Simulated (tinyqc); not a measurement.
# Access strength from the read disturbance

Question. Transistor (EKV form, voltages against the body): I = 2 n b Vt^2 [F(vp - Vs) - F(vp - Vd)] from drain to source, F(v) = ln^2(1 + exp(v/(2 Vt))), vp = (Vg - VT + sg |Vd - Vs|)/n. n-channel bodies are at 0; for the p-channel device all voltages are counted down from Vdd. b in uA/V^2 gives I in uA. In an SRAM read the low node Q obeys In(gate QB, drain Q) = Ip(gate QB, drain Q) + Ia, where the access transistor (threshold VTn) has its gate and drain at Vdd and its source at Q. Find Ia, ba and the cell ratio bn/ba.

Parameters, values chosen for the exercise:
- T = 300 K (temperature)
- Vdd = 0.75 V (supply voltage)
- n = 1.13 (slope factor)
- sg = 0.075 (drain-induced barrier lowering)
- VTn = 0.26 V (n-channel threshold)
- VTp = 0.42 V (p-channel threshold (magnitude))
- bn = 570 uA/V^2 (gain factor of the pull-down transistor)
- bp = 260 uA/V^2 (gain factor of the pull-up transistor)

Constants: q = 1.602176634e-19 C, kB = 1.380649e-23 J/K, Vt = kB T/q. Results are converted to the units shown.

Q and QB in the read (V): [0.092512698, 0.74972762]

Solution. The node equation gives Ia, which is proportional to ba.

Ia = 23.42 uA
ba = 280.0 uA/V^2
cell ratio = 2.036

Numbers from tinyqc (`OMP_NUM_THREADS=1 python tinyqc.py 2340042 2340043 out.jsonl`; about 0.1 s on one thread of a shared Intel Xeon 2.30GHz).
